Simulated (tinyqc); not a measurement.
# Born-von Karman spring model of a cubic crystal with one atom per cell, step by step

A worked calculation. Computed by tinyqc, a small Python program that keeps every step. Command: `OMP_NUM_THREADS=1 python tinyqc.py 3011254 3011255 out.jsonl springs walk`. One thread of a shared host (Intel(R) Xeon(R) Processor @ 2.30GHz), about 0.1 s of CPU time with the checks. Intermediate numbers are printed to about 6 digits and carried at full precision; extremes and crossings named in words are read from the listed rows.

First neighbours lie at a/2 (1,1,1) (8 of them), second at a (1,0,0) (6), with all permutations and signs; the volume per atom is Omega = a^3/2. Two shells of springs match a real metal only roughly, above all at the zone boundary.

Inputs (values chosen for the exercise, modelled on sodium): lattice constant a = 4.23 angstrom; atomic mass M = 22.99 u; radial spring k1L = 0.235 eV/angstrom^2; transverse spring k1T = -0.01 eV/angstrom^2; radial spring k2L = 0.028 eV/angstrom^2; transverse spring k2T = 0.006 eV/angstrom^2; mesh divisions n = 6; temperature T = 200 K.

Lattice: bcc.

wave vector q (2 pi/a): [0.37, 0.29, 0]

Constants: nu for 1 eV/(angstrom^2 u) = 15.6333042 THz; 1 eV/angstrom^3 = 160.2176634 GPa; u = 1.6605390666e-27 kg; h x 1 THz = 4.135667696 meV; k_B = 8.617333262e-05 eV/K; hbar^2/u = 4.18015928e-03 eV angstrom^2; hbar = 1.054571817e-34 J s; k_B = 1.380649e-23 J/K.

## Dynamical matrix at q

A neighbour at R with unit vector n couples by the matrix K(R) = kL n n^T + kT (1 - n n^T), and D(q) = (1/M) sum_R K(R) [1 - cos(q.R)].

D(q) (eV/(angstrom^2 u)), rows x, y, z:
```
[[0.0236231, 0.0206079, 0.0000000],
 [0.0206079, 0.0227889, 0.0000000],
 [0.0000000, 0.0000000, 0.0203991]]
```

## Frequencies and polarisations

Diagonalise D. An eigenvalue lambda of D in eV/(angstrom^2 u) gives nu = 15.6333042 THz x sqrt(lambda). Eigenvectors are columns, with the largest component positive; the longitudinal weight is (e.q)^2/q^2.

eigenvalues (eV/(angstrom^2 u)): [0.0025938, 0.0203991, 0.0438182]

frequencies (THz): [0.79620, 2.23283, 3.27249]

polarisation vectors, rows x, y, z, columns mode 1, mode 2, mode 3:
```
[[-0.69992, 0.00000, 0.71423],
 [0.71423, 0.00000, 0.69992],
 [0.00000, 1.00000, 0.00000]]
```

longitudinal weights: [0.012162, 0.000000, 0.987838]

Mode 3 is the most longitudinal, with weight 0.99.

## Elastic constants from long waves

[ij,kl] = (1/(2 Omega)) sum_R K_ij R_k R_l; C11 = [xx,xx], C44 = [xx,yy], C12 = 2 [xy,xy] - C44; B = (C11 + 2 C12)/3; Zener ratio A = 2 C44/(C11 - C12). K(R) = kL n n^T + kT (1 - n n^T).

C11 = 7.55005 GPa

C12 = 6.48951 GPa

C44 = 5.88349 GPa

bulk modulus B = 6.84302 GPa

Zener ratio A = 11.0952

C12 - C44 = 0.61 GPa: the Cauchy relation fails because sum_R kT R^2 is not zero; a negative sum gives a positive Cauchy pressure.

## Sound velocities

rho = M/Omega and v = sqrt(C/rho), with C = C11, C44, C44 along [100]; (C11 + C12 + 2 C44)/2, C44, (C11 - C12)/2 along [110]; (C11 + 2 C12 + 4 C44)/3 and twice (C11 - C12 + C44)/3 along [111].

density rho = 1008.78 kg/m^3

Velocities (m/s):
```
direction  longitudinal  transverse 1  transverse 2
[100]           2735.75       2415.01       2415.01
[110]           3576.44       2415.01        725.02
[111]           3815.73       1514.77       1514.77
```

Along [110] the two transverse waves differ by a factor sqrt(2 C44/(C11 - C12)) = 3.331.

## Frequencies at the zone boundary

The formulas are those given above.

Frequencies (THz) at points given in 2 pi/a:
```
point                 nu 1     nu 2     nu 3
H (1, 0, 0)        3.49140  3.49140  3.49140
N (0.5, 0.5, 0)    0.77157  2.57006  3.80606
P (0.5, 0.5, 0.5)  2.79211  2.79211  2.79211
```

## Highest frequency at H

Take the highest frequency at H = (1, 0, 0) (2 pi/a).

highest frequency at H = 3.49140 THz

## Dispersion against the sound-wave line

The last column divides the top branch by the straight line with its slope at G. End points in 2 pi/a: H = (1, 0, 0), N = (0.5, 0.5, 0).

Frequencies (THz) along two lines:
```
line  fraction of the way     nu 1     nu 2     nu 3  nu 3 / linear
G-H                  0.10  0.56804  0.56804  0.64188       0.992463
G-H                  0.25  1.38302  1.38302  1.54288       0.954238
G-H                  0.40  2.10767  2.10767  2.29966       0.888931
G-H                  0.55  2.70135  2.70135  2.86529       0.805509
G-H                  0.70  3.13759  3.13759  3.23369       0.714273
G-H                  0.85  3.40267  3.40267  3.43089       0.624096
G-H                  1.00  3.49140  3.49140  3.49140       0.539838
G-N                  0.10  0.12070  0.40205  0.59540       0.995893
G-N                  0.25  0.29527  0.98352  1.45652       0.974495
G-N                  0.40  0.45352  1.51064  2.23715       0.935489
G-N                  0.55  0.58671  1.95429  2.89415       0.880163
G-N                  0.70  0.68747  2.28994  3.39123       0.810332
G-N                  0.85  0.75025  2.49905  3.70090       0.728270
G-N                  1.00  0.77157  2.57006  3.80606       0.636620
```

Along G-H the top branch ends at 54 % of its linear extrapolation. Along G-N the top branch ends at 64 % of its linear extrapolation, which is the 2/pi of a pure sine: planes normal to this line couple to their next planes alone. A Debye model keeps the straight line throughout.

## Thermal sums on a mesh

Mesh: q = sum_i (m_i + 1/2)/n b_i, m_i = 0..n-1, with b = [[0, 1, 1], [1, 0, 1], [1, 1, 0]] in 2 pi/a; sums are averages over the n^3 points, per atom. With x = h nu/(k_B T) and n = 1/(exp(x) - 1) for each mode: F = k_B T [x/2 + ln(1 - exp(-x))], U = k_B T x (n + 1/2), S/k_B = x n - ln(1 - exp(-x)), C/k_B = x^2 n (n + 1). <u_x^2> = (1/3) sum over modes of hbar^2/(2 M h nu) coth(x/2); zero-point energy = sum h nu/2. <u_x^2> converges slowly with the mesh, from below, with an error of order 1/n.

free energy F = -29.6625 meV/atom

energy U = 53.4119 meV/atom

entropy S = 4.82019 k_B/atom

heat capacity C = 2.90265 k_B/atom

<u_x^2> = 0.0513532 angstrom^2

zero-point energy = 15.4432 meV/atom

C is 97 % of the classical 3 k_B, and the zero-point energy is 29 % of U.

## Debye temperature from the elastic constants

Christoffel matrix G_xx = C11 n_x^2 + C44 (1 - n_x^2), G_xy = (C12 + C44) n_x n_y, with eigenvalues rho v^2; v_m^-3 is the mean of v^-3 over three branches and all directions (12 Gauss-Legendre points in cos(theta) times 24 angles phi = (j + 1/2) pi/12); q_D = (6 pi^2/Omega)^(1/3); Theta = hbar v_m q_D/k_B.

mean velocity v_m = 1583.97 m/s

Debye wave number q_D = 1.16097 1/angstrom

elastic Debye temperature = 140.463 K

## Full spectrum, Debye and Einstein heat capacities

Mesh: q = sum_i (m_i + 1/2)/n b_i, m_i = 0..n-1, with b = [[0, 1, 1], [1, 0, 1], [1, 1, 0]] in 2 pi/a; sums are averages over the n^3 points (here n = 14), per atom. Debye: C = 9 k_B (T/Theta)^3 int_0^(Theta/T) x^4 e^x/(e^x - 1)^2 dx with the elastic Theta. Einstein: three modes at the root-mean-square frequency. The last column is the Theta that makes the Debye formula give the full C at that T.

root-mean-square frequency = 2.63541 THz

Heat capacity (k_B/atom):
```
T (K)  full spectrum    Debye  Einstein  Theta from C (K)
17           0.37857  0.38168   0.09764           140.908
25           0.79725  0.90384   0.49390           149.957
35           1.31709  1.50327   1.11518           155.684
49           1.86476  2.05499   1.77059           159.182
70           2.33370  2.47321   2.30157           161.214
110          2.69678  2.76897   2.69023           162.432
140          2.80667  2.85427   2.80402           162.756
210          2.91149  2.93395   2.91093           163.049
```

The apparent Theta runs from 141 to 163 K against the elastic 140 K; at high T it tends to sqrt(5/3) h nu_rms/k_B = 163 K. At the lowest T the Debye value is 1.0 and the Einstein value 0.26 times the full one. At the highest T Debye misses by 0.77 % and Einstein by 0.019 %.

Checks made by the program: slopes of the dispersion along [110] against the sound velocities (relative difference 2e-08); F = U - T S (relative difference below 1e-10).
